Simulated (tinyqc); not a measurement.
Mobility of a non-polar semiconductor in the relaxation-time approximation: one step, computed by the program tinyqc.

Each valley is treated as a sphere of mass m_d for states and rates, with one isotropic relaxation time; the conductivity mass m_c sets the current.

Question. Fermi level and screening. Kane band: hbar^2 k^2/(2 m) = E (1 + alpha E), speed v = hbar k/(m (1 + 2 alpha E)), states per spin, volume and energy g(E) = m k (1 + 2 alpha E)/(2 pi^2 hbar^2); overlap factors are set to 1. Here m = m_d. Masses are multiplied by m_0 and all formulas are in SI units. The reduced Fermi level eta = E_F/(k_B T) solves n = 2 Z int g f dE with f = 1/(1 + exp(x - eta)) (Z = 1 unless valleys are given); screening length L_s = sqrt(eps_s eps_0 k_B T/(e^2 dn/deta)), dn/deta = 2 Z int g f (1 - f) dE. Integrals over x = E/(k_B T) use 160 Gauss-Legendre points in u = sqrt(x) from 0 to sqrt(max(eta, 0) + 32).

Inputs (values chosen for the exercise, for a model non-polar semiconductor):

| quantity | value | unit |
|---|---|---|
| equivalent valleys Z | 3 | - |
| non-parabolicity alpha | 0.75 | 1/eV |
| static permittivity eps_s | 8.76 | - |
| carrier density n | 6.2e+17 | 1/cm^3 |
| temperature T | 100 | K |

Band: Kane. Impurity formula: Brooks-Herring. Further scattering: none.

density-of-states mass m_d = 0.2435693 m_0

Constants: k_B = 8.617333262e-05 eV/K; m_0 = 9.1093837015e-31 kg; e = 1.602176634e-19 C; hbar = 1.054571817e-34 J s; eps_0 = 8.8541878128e-12 F/m; k_B = 1.380649e-23 J/K.

Give: reduced Fermi level eta; screening length L_s.

Answer.

reduced Fermi level eta = -0.9363

screening length L_s = 2.745 nm

The gas is between the classical and degenerate limits.
